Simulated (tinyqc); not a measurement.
Pair lines: donor-acceptor pair recombination.

h nu = Eg - ED - EA + q/(eps R), q = e^2/(4 pi eps0); shell j lies at R = a_lat sqrt(j/2) for the same sublattice and a_lat sqrt(j/2 - 5/16) for opposite ones (on the same sublattice shells 14, 30, 46, 56, 62, ... are empty, where 2j has the form 4^a (8b + 7)); rate W = W0 exp(-2R/aD) with the donor radius aD = q/(2 eps ED). Polarisation and overlap terms, which matter for close pairs, are left out.

Constants: e^2/(4 pi eps0) = 14.39964547 eV angstrom.

Parameters, chosen for this exercise (near those of impurities in InP; shifted at random, so the results belong to these values and not to a real crystal): a_lat = 5.869 angstrom (lattice constant); Eg = 1.429 eV (gap); ED = 7 meV (donor binding); EA = 41 meV (acceptor binding); eps = 12.6 (dielectric constant); W0 = 9.7 x 1e7/s (rate at zero distance); kind = same (sublattices of donor and acceptor); shells = (1129, 1460, 1815, 2152, 3643, 11349, 15636) (shell numbers).

Energy, rate and lifetime for each shell.

Lines:
```
shell  R (angstrom)  Coulomb (meV)  h nu (eV)  step to the next shell (meV)  1/W (microsecond)
1129         139.44            8.2     1.3892                        0.0036              0.314
1460         158.57            7.2     1.3882                        0.0025              0.502
1815         176.80            6.5     1.3875                        0.0018              0.784
2152         192.52            5.9     1.3869                        0.0014               1.15
3643         250.48            4.6     1.3856                       0.00063               4.77
11349        442.11            2.6     1.3836                       0.00011                522
15636        518.93            2.2     1.3832                       7.0e-05           3.43e+03
```

limit for distant pairs = 1.3810 eV
aD = 81.6 angstrom

The lines crowd together, on average as R^-3: the step falls from 0.0036 to 7e-05 meV, so distant pairs merge into a band. Close pairs emit higher and 1.09e+04 times faster over this table, so the band shifts to lower energy with delay and to higher energy with stronger pumping. All these lines lie below Eg, and R/aD runs from 1.7 up.

Computed by tinyqc, a small Python program: `OMP_NUM_THREADS=1 python tinyqc.py 1282245 1282246 out.jsonl` (the numbers bound the seed that draws the inputs); one thread of a shared host (Intel(R) Xeon(R) Processor @ 2.30GHz), about 0.04 s for the whole set of steps.
